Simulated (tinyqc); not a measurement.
From results to parameters: Luttinger model of the valence bands. Computed by the program tinyqc.

Problem. In the four-band Luttinger model 1/m = g1 -/+ 2 g2 along [100] and g1 -/+ 2 g3 along [111]. Find g1, g2, g3 and the light hole mass along [111].

heavy and light hole masses along [100] (electron masses): 0.084531  0.050025
heavy hole mass along [111] = 0.155521 electron masses

Solution. The mean of the two inverse masses along [100] is g1 and a quarter of their difference is g2; g3 = (g1 - 1/m_hh[111])/2.

g1, g2, g3: 15.9100  2.0400  4.7400
light hole mass along [111] = 0.0394 electron masses
